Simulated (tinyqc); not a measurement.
## Trap density from one capacitance

Problem. Traps spread evenly through the insulator exchange electrons with the semiconductor by tunnelling, with tau(x) = t0 exp(2 ka x) at depth x from the interface. The admittance per area Y seen at depth x obeys dY/dx = -Y^2/(i w eps0 eox) + q Nb ln(1 + i w tau)/tau, with Y(0) = i w Cs and w = 2 pi f; the gate sees Y(tox) = G + i w C. Working variable y = Y/(i w), in uF/cm^2. Cox = eps0 eox/tox. Find Nb and G/w.

Inputs (values chosen for the exercise): relative permittivity of the insulator eox = 3.74; insulator thickness tox = 11 nm; semiconductor capacitance in accumulation Cs = 0.53 uF/cm^2; decay constant of the wave function in the insulator ka = 4.4 1/nm; time constant of a trap at the interface t0 = 1e-10 s; frequency f = 10000 Hz.

Constants: q = 1.602176634e-19 C, eps0 = 8.8541878128e-14 F/cm where lengths are in cm. Results are converted to the units shown.

C = 0.23539986 uF/cm^2

Answer. C rises steadily with Nb, so one density matches; in practice ka and t0 must come from the frequency dependence.

Nb = 1.600e19 cm^-3 eV^-1
G/w = 0.004802 uF/cm^2

Numbers from tinyqc (`OMP_NUM_THREADS=1 python tinyqc.py 2202194 2202195 out.jsonl`; about 0.7 s on one thread of a shared Intel Xeon 2.30GHz).
